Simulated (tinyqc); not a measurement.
# Worked calculation: space-charge-limited current with shallow traps

Program tinyqc, `OMP_NUM_THREADS=1 python tinyqc.py 2370051 2370052 out.jsonl`; Intel Xeon 2.30GHz, shared host, one thread, about 0.01 s. Printed values are rounded.

One carrier type, drift only, an injecting contact at x = 0 (zero field) and thickness L. The share th = y/(1 + y), y = (Nc/Nt) exp(-Et/kB T), of the injected charge is free: J = q mu n F, eps0 eps_r dF/dx = q (n - n0)/th.

Values chosen for this exercise: temperature T = 300 K; relative permittivity eps_r = 24.7; mobility mu = 17 cm^2/(V s); thickness L = 1400 nm; band density of states Nc = 2.7e19 cm^-3; trap density Nt = 4.4e16 cm^-3; trap depth Et = 0.28 eV; free carrier density in equilibrium n0 = 1.7e12 cm^-3; voltage V = 7.4 V.

Constants: q = 1.602176634e-19 C, kB = 1.380649e-23 J/K, Vt = kB T/q, eps0 = 8.8541878128e-14 F/cm where lengths are in cm. Results are converted to the units shown.

Range of the model: Diffusion and a field-dependent mobility are left out. With injecting contacts the diffusion current, about 4 pi^2 Vt th eps0 eps_r mu V/L^3, equals the Mott-Gurney current at V = 35 kB T/q (0.9 V at 300 K), so the drift-only result needs V well above that.

## Limits and characteristic voltages

Ohmic J = q n0 mu V/L; Mott-Gurney J = (9/8) th eps0 eps_r mu V^2/L^3; they cross at Vx = 8 q n0 L^2/(9 th eps0 eps_r); traps fill at V_TFL = q Nt L^2/(2 eps0 eps_r).

th = 0.0119916
ohmic J = 0.244744 A/cm^2
Mott-Gurney J = 10.0093 A/cm^2
Vx = 0.180942 V
V_TFL = 31.5896 V

## The exact current

Exact: with u = n0/n(L), w = -u - ln(1 - u) and v = -u - u^2/2 - ln(1 - u), V = (q n0 L^2/(th eps0 eps_r)) v/w^2 and J = q^2 n0^2 mu L/(th eps0 eps_r w). v/w^2 falls steadily with u, so u follows by bisection.

v/w^2 = 36.3530
u = 0.0359059
w = 6.60476e-4
J = 10.1933 A/cm^2
exit field over V/L = 1.49544

J is 0.59 % below the plain sum of the two limits; the exit field lies between the ohmic 1 and the Mott-Gurney 1.5.
